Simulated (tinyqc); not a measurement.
## Off-state leakage of single and stacked transistors: subthreshold current against the height of the stack

n-channel devices of unit width. Subthreshold current I(Vg, Vs, Vd) = I0 (T/300 K)^0.5 exp[(Vg - Vs - VT(T) - gb (Vs - Vb) + dd (Vd - Vs))/(nf Vt)] (1 - exp(-(Vd - Vs)/Vt)), VT(T) = VT - cT (T - 300 K). Gate-edge tunnelling Ig (Vd/1 V) exp(ag (Vd - 1 V)), for a gate at 0 V, and band-to-band leakage Ab u exp(-Bb/u), u = Vd - Vb + 1 V, flow at a drain held at V; both are taken as independent of T. In a stack of off transistors (all gates at 0 V) the same subthreshold current passes through each.

All n gates at 0 V, bottom source at 0 V, top drain at V; node voltages follow from equal currents.

Inputs (values chosen for the exercise); values of the order met in bulk silicon logic transistors: temperature T = 330 K; supply voltage V = 0.8 V; threshold at 300 K, zero drain and body bias VT = 0.32 V; fall of the threshold with temperature cT = 0.9 mV/K; current at threshold at 300 K I0 = 0.17 uA/um; slope factor nf = 1.2; drain-induced lowering per volt dd = 0.1; rise of the threshold per volt of source-body bias gb = 0.22; body voltage Vb = -0.6 V.

Constants: q = 1.602176634e-19 C, kB = 1.380649e-23 J/K, Vt = kB T/q. Results are converted to the units shown.

Subthreshold current against the height of the stack:
columns A: n; B: I (nA/um); C: reduction factor; D: drain voltage of the bottom device (mV); E: source voltage of the top device (mV); F: voltage across the top device (V)
```
A         B      C      D      E       F
1  0.007252  1.000  800.0      0  0.8000
2  7.258e-4  9.991  59.50  59.50  0.7405
3  3.615e-4  20.06  19.22  77.52  0.7225
4  2.390e-4  30.34  11.49  88.22  0.7118
5  1.781e-4  40.71  8.183  95.82  0.7042
6  1.418e-4  51.13  6.351  101.7  0.6983
```

The second transistor cuts the current by a factor of 9.99, the third by a further 2.01 and the sixth by 1.26. The top device keeps 87.3 % of the supply at n = 6, while the drain voltage of the bottom one falls to 0.223 Vt.

Numbers from tinyqc (`OMP_NUM_THREADS=1 python tinyqc.py 2242227 2242228 out.jsonl`; about 0.03 s on one thread of a shared Intel Xeon 2.30GHz).
